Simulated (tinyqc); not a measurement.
## Capacitances against the line height

Endless row of lines of width wl, height tl and space sl between grounded planes at distance hd; e2 fills the gaps beside the lines, e1 the rest. Laplace's equation is solved on meshes of 3, 6 and 12 steps per unit u and extrapolated (Aitken), which is good to about 0.2 %. C_even (all lines at 1 V) is the capacitance Cg to the planes; C_odd (neighbours in antiphase) = Cg + 4 Cc if only nearest neighbours couple, which defines Cc; total with quiet neighbours Cg + 2 Cc. Plate values 2 eps0 e1 wl/hd and eps0 e2 tl/sl.

Parameters, values chosen for the exercise:
```
symbol  value  unit                                          meaning
e1        4.2        relative permittivity above and below the lines
e2        2.4                relative permittivity between the lines
wl          4     u                           line width, in units u
sl          6     u                              space between lines
hd          4     u                           distance to each plane
```

Constants: eps0 = 8.8541878128e-12 F/m. Results are converted to the units shown.

The same in every row: plate Cg (aF/um) = 74.4.

Result of one run:
columns A: tl (u); B: Cg (aF/um); C: Cc (aF/um); D: Cg + 2 Cc (aF/um); E: C_odd (aF/um); F: plate Cc (aF/um); G: share of coupling, 2 Cc/(Cg + 2 Cc) (%)
```
A    B     C    D    E     F     G
4  151  15.6  182  213  14.2  17.1
```

What becomes of these results when the line height tl is changed from 4 to 12 u, all else the same?

Result of the changed run:
columns A: tl (u); B: Cg (aF/um); C: Cc (aF/um); D: Cg + 2 Cc (aF/um); E: C_odd (aF/um); F: plate Cc (aF/um); G: share of coupling, 2 Cc/(Cg + 2 Cc) (%)
```
A     B     C    D    E     F     G
12  154  43.2  240  327  42.5  36.0
```

The whole series:
columns A: tl (u); B: Cg (aF/um); C: Cc (aF/um); D: Cg + 2 Cc (aF/um); E: C_odd (aF/um); F: plate Cc (aF/um); G: share of coupling, 2 Cc/(Cg + 2 Cc) (%)
```
A     B     C    D    E     F     G
2   146  9.58  165  184  7.08  11.6
4   151  15.6  182  213  14.2  17.1
6   153  22.2  197  242  21.3  22.5
8   153  29.2  212  270  28.3  27.5
12  154  43.2  240  327  42.5  36.0
16  154  57.4  269  383  56.7  42.7
```

As tl goes from 2 to 16, Cg rises from 146 to 154 aF/um, Cc rises from 9.58 to 57.4 aF/um and the share of coupling rises from 11.6 to 42.7 %. Cg is 1.96 times its plate value in the first row and 2.07 times in the last; for Cc the ratios are 1.35 and 1.01. Neighbours in antiphase raise the load by a factor of 1.12 and 1.43 over quiet ones.

Numbers from tinyqc (`OMP_NUM_THREADS=1 python tinyqc.py 2790116 2790117 out.jsonl`; about 0.5 s on one thread of a shared Intel Xeon 2.30GHz).
